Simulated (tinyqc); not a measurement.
RHF in the 3-21g basis, for He, spin multiplicity 1, step by step. One step of it, computed by the program tinyqc.

Question. Iteration 4: DIIS coefficients. Solve [B -1; -1 0][c; lambda] = [0; -1] for the coefficients, which sum to one.

B (overlaps of the stored error matrices):
```
               1              2
1  2.2136932e-05  1.4535141e-06
2  1.4535141e-06  9.5437945e-08
```

Give: DIIS coefficients.

Answer.

DIIS coefficients: -0.0703  1.0703
